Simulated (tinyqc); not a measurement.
# Long-channel MOSFET, surface-potential model: what changes with what

n-channel transistor on a uniformly doped p-type body, gradual-channel approximation, constant mobility, Boltzmann statistics, full ionisation. Potentials are counted from the neutral body; V is the electron quasi-Fermi potential, Vsb at the source and Vsb + Vds at the drain. Charges are magnitudes per area.

Inputs (values chosen for the exercise); material values those of a made-up semiconductor: temperature T = 293 K; band gap Eg = 1.44 eV; relative permittivity of the semiconductor eps_r = 14.7; conduction-band density of states at T Nc = 3.6e17 cm^-3; valence-band density of states at T Nv = 9.02e18 cm^-3; acceptor density of the body Na = 9.6e16 cm^-3; relative permittivity of the gate insulator eox = 23.8; insulator thickness tox = 85 nm; flat-band voltage Vfb = -0.75 V; channel mobility mu = 440 cm^2/(V s); gate width W = 1 um; gate length L = 10 um; source-body reverse bias Vsb = 0 V; gate-source voltage Vgs = 1.31 V; drain-source voltage Vds = 0.8 V.

Constants: q = 1.602176634e-19 C, kB = 1.380649e-23 J/K, Vt = kB T/q, eps0 = 8.8541878128e-14 F/cm where lengths are in cm. Results are converted to the units shown.

Each table varies one quantity; the others keep the values above.

## Effect of the source-body reverse bias

ni = sqrt(Nc Nv) exp(-Eg/(2 Vt)), Eg in volts; phiF = Vt ln(Na/ni); Cox = eps0 eox/tox; gamma = sqrt(2 q eps0 eps_r Na)/Cox. The surface potential psi at channel potential V solves Vgs + Vsb - Vfb - psi = gamma sqrt(G), G = psi - Vt + Vt exp((psi - 2 phiF - V)/Vt). Charge sheet: Qi = Cox gamma [sqrt(G) - sqrt(psi - Vt)]; I = mu (W/L) [integral of Qi dpsi from psi_0 to psi_L (drift) + Vt (Qi0 - QiL) (diffusion)], with psi_0 at V = Vsb and psi_L at V = Vsb + Vds. VT = Vfb + 2 phiF + gamma sqrt(2 phiF + Vsb), m = 1 + gamma/(2 sqrt(2 phiF + Vsb)). The swing is 20 mV/log10[I(VT - 0.14 V)/I(VT - 0.16 V)] of the charge-sheet current at the given Vds.

The same in every row: gamma (V^0.5) = 0.8071.

Result of one run:

| Vsb (V) | VT (V) | m | swing (mV/decade) | I at Vgs, Vds (uA) |
|---|---|---|---|---|
| 1 | 1.764 | 1.267 | 74.66 | 1.975e-9 |

What becomes of these results when the source-body reverse bias Vsb is changed from 1 to 1.5 V, all else the same?

Result of the changed run:

| Vsb (V) | VT (V) | m | swing (mV/decade) | I at Vgs, Vds (uA) |
|---|---|---|---|---|
| 1.5 | 1.891 | 1.242 | 72.97 | 2.426e-11 |

The whole series:

| Vsb (V) | VT (V) | m | swing (mV/decade) | I at Vgs, Vds (uA) |
|---|---|---|---|---|
| 0 | 1.459 | 1.355 | 80.96 | 4.443e-5 |
| 0.5 | 1.622 | 1.301 | 77.07 | 2.330e-7 |
| 1 | 1.764 | 1.267 | 74.66 | 1.975e-9 |
| 1.5 | 1.891 | 1.242 | 72.97 | 2.426e-11 |
| 2 | 2.006 | 1.222 | 71.71 | 4.005e-13 |

As Vsb goes from 0 to 2 V, VT rises from 1.46 to 2.01 V, the swing falls from 81.0 to 71.7 mV a decade and the current falls from 4.44e-5 to 4.01e-13 uA. The swing is 2.8 % above m Vt ln 10 in the first row and 0.90 % above it in the last. The gate voltage is below VT in 5 of the 5 rows.

## Effect of the acceptor density of the body

Same model as above.

Effect of the acceptor density of the body:

| Na (cm^-3) | gamma (V^0.5) | VT (V) | m | swing (mV/decade) | I at Vgs, Vds (uA) |
|---|---|---|---|---|---|
| 9.6e15 | 0.2552 | 0.7024 | 1.118 | 66.33 | 1.129 |
| 1.8e16 | 0.3495 | 0.8414 | 1.159 | 68.88 | 0.6164 |
| 3.3e16 | 0.4732 | 1.015 | 1.213 | 72.18 | 0.2094 |
| 6.1e16 | 0.6434 | 1.244 | 1.286 | 76.67 | 0.01120 |
| 1.1e17 | 0.8640 | 1.533 | 1.379 | 82.44 | 6.560e-6 |
| 2.1e17 | 1.194 | 1.959 | 1.517 | 91.00 | 4.762e-10 |

Read the table: what changes, and by how much?

As Na goes from 9.6e15 to 2.1e17 cm^-3, VT rises from 0.702 to 1.96 V, the swing rises from 66.3 to 91.0 mV a decade and the current falls from 1.13 to 4.76e-10 uA. The swing is 2.1 % above m Vt ln 10 in the first row and 3.2 % above it in the last. The gate voltage is below VT in 2 of the 6 rows. For Na = 9.6e15 to 6.1e16 cm^-3 the surface electron density at the source passes 0.3 Nc, where degeneracy and quantisation, left out here, matter.

## Transfer curve from weak to strong inversion

Pao-Sah: Qi(V) = (Cox gamma/2) integral from 3 Vt to psi of exp((u - 2 phiF - V)/Vt)/sqrt(G(u, V)) du, and I = mu (W/L) integral of Qi dV from Vsb to Vsb + Vds. Square law: VT = Vfb + 2 phiF + gamma sqrt(2 phiF + Vsb), m = 1 + gamma/(2 sqrt(2 phiF + Vsb)), I = mu Cox (W/L) [(Vgs - VT) v - m v^2/2] with v the smaller of Vds and (Vgs - VT)/m, and zero below VT. gm = dI/dVgs of the charge-sheet current.

Transfer curve from weak to strong inversion:

| Vgs (V) | I, charge sheet (uA) | I, Pao-Sah (uA) | drift share (%) | gm/I (1/V) | I, square law (uA) |
|---|---|---|---|---|---|
| 1.26 | 1.073e-5 | 1.086e-5 | 0.05586 | 28.36 | 0 |
| 1.44 | 0.001697 | 0.001716 | 7.651 | 26.59 | 0 |
| 1.61 | 0.04985 | 0.05056 | 54.66 | 13.13 | 0.09140 |
| 1.79 | 0.2680 | 0.2720 | 76.87 | 6.748 | 0.4402 |
| 1.96 | 0.6785 | 0.6886 | 84.77 | 4.473 | 1.009 |
| 2.14 | 1.347 | 1.366 | 88.95 | 3.267 | 1.865 |
| 2.31 | 2.207 | 2.238 | 91.28 | 2.595 | 2.913 |
| 2.49 | 3.366 | 3.411 | 92.92 | 2.118 | 4.276 |
| 2.66 | 4.654 | 4.714 | 94.36 | 1.693 | 5.748 |

The charge-sheet current rises from 1.07e-5 to 4.65 uA. In the first row gm/I is 28.4 1/V, a swing of 81.2 mV a decade, against Vt ln 10 = 58.1 mV a decade for an ideal gate; in the last it is 1.69 1/V. Drift passes half of the current at Vgs = 1.61 V among the rows listed (VT = 1.46 V). The charge sheet departs most from Pao-Sah at Vgs = 1.79 V, where it is 1.5 % below it. In the last row the square law is 22 % above Pao-Sah. For Vgs = 1.61 to 2.66 V the surface electron density at the source passes 0.3 Nc, where degeneracy and quantisation, left out here, matter.

Numbers from tinyqc (`OMP_NUM_THREADS=1 python tinyqc.py 2360136 2360137 out.jsonl`; about 0.05 s on one thread of a shared Intel Xeon 2.30GHz).
